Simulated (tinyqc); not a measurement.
Phase-change memory cell, resistance drift and retention: two steps of the calculation.

The amorphous state follows Ra = R0 (t/t0)^nu exp[(q Ec/kB)(1/T - 1/(300 K))], with nu taken as independent of T. An intermediate level follows the logarithmic mixing rule ln R = (1 - fa) ln Rc + fa ln Ra with constant Rc. The time to lose the data by crystallisation is tr = tx exp[(q Ex/kB)(1/T - 1/Tx)]; 1 year = 3.15576e7 s. These are empirical laws.

Values chosen for this exercise; values of the order found in chalcogenide phase-change cells:
- R0 = 1.8 Mohm (resistance of the amorphous state at t0 and 300 K)
- t0 = 0.001 s (reference time)
- nu = 0.044 (drift exponent)
- Ec = 0.22 eV (activation energy of conduction)
- Ex = 2.6 eV (activation energy of crystallisation)
- Tx = 498 K (temperature of a bake)
- tx = 5400 s (time to crystallise in that bake)
- T = 300 K (operating temperature)
- t = 3.15e7 s (time of the read)
- fa = 0.62 (amorphous share of an intermediate level)
- Rc = 12 kohm (resistance of the crystalline state)

Constants: q = 1.602176634e-19 C, kB = 1.380649e-23 J/K. Results are converted to the units shown.

Problem 1. Resistances at the read. Ra and the intermediate level as above; its effective drift exponent is fa nu.

Give: drift factor; temperature factor; Ra; intermediate level; effective exponent.

Solution 1.

drift factor = 2.897
temperature factor = 1.000
Ra = 5.214 Mohm
intermediate level = 0.5185 Mohm
effective exponent = 0.02728

Problem 2. Retention. tr at T; the ten-year temperature solves tr = 10 years: 1/T10 = 1/Tx + (kB/(q Ex)) ln(10 years/tx).

Give: tr; T10; loss of tr per kelvin, q Ex/(kB T^2).

Solution 2.

tr = 3.974e13 years
T10 = 421.6 K
loss of tr per kelvin, q Ex/(kB T^2) = 33.52 %/K

T lies 122 K below T10, so ten years are met.

Numbers from tinyqc (`OMP_NUM_THREADS=1 python tinyqc.py 2880056 2880057 out.jsonl`; about 0.01 s on one thread of a shared Intel Xeon 2.30GHz).
